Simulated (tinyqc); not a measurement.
Inside a calculation. Method: CCD on RHF in the 3-21g basis, for He, spin multiplicity 1. One step of it, computed by the program tinyqc.

Task: CCD: starting amplitudes. t_ij^ab = <ij||ab> / (e_i + e_j - e_a - e_b), whose energy is MP2.

orbital energies (hartree): MO1 -0.903572, MO2 2.081703

Two-electron integrals over orbitals (pq|rs), unique and non-zero (hartree):
```
p,q,r,s,(pq|rs)
1,1,1,1,1.028537
2,1,1,1,0.319236
2,1,2,1,0.261994
2,2,1,1,0.982016
2,2,2,1,0.343809
2,2,2,2,0.998335
```

Give: Starting amplitudes; correlation energy.

Result:

Starting amplitudes (spin orbitals 1a, 1b, ...; amplitudes related by a flip of all spins are not repeated):
```
from,to,t
1a 1b,2a 2b,-0.0439
```

correlation energy = -0.011497 hartree
